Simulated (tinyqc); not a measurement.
Electron-beam lithography: double-Gaussian proximity function, edge placement and dose correction for parallel lines: one step, computed by the program tinyqc.

Lines are infinitely long. Absorbed energy is counted so that the middle of a very large area written at dose 1 receives 1; the resist develops where it exceeds 1/2.

Problem. Dose correction. Uncorrected edge energies are M 1. Solve M d = 1/2 for the doses d that put the mean edge energy of every line at the threshold.

M:
```
           1          2          3          4          5
1  0.4892401  0.0011869  0.0012353  0.0683250  0.0000418
2  0.1594930  0.3121892  0.0022653  0.1455652  0.0001178
3  0.1526455  0.0021346  0.3125697  0.1504573  0.0001322
4  0.0842656  0.0014511  0.0015752  0.4650859  0.0005901
5  0.0032225  0.0001749  0.0002082  0.0727405  0.3014722
```

Give: edge energies at dose 1; corrected doses; largest over smallest dose.

Solution.

edge energies at dose 1: 1 0.5600, 2 0.6196, 3 0.6179, 4 0.5530, 5 0.3778

corrected doses: 1 0.892, 2 0.717, 3 0.722, 4 0.907, 5 1.429

largest over smallest dose = 1.992
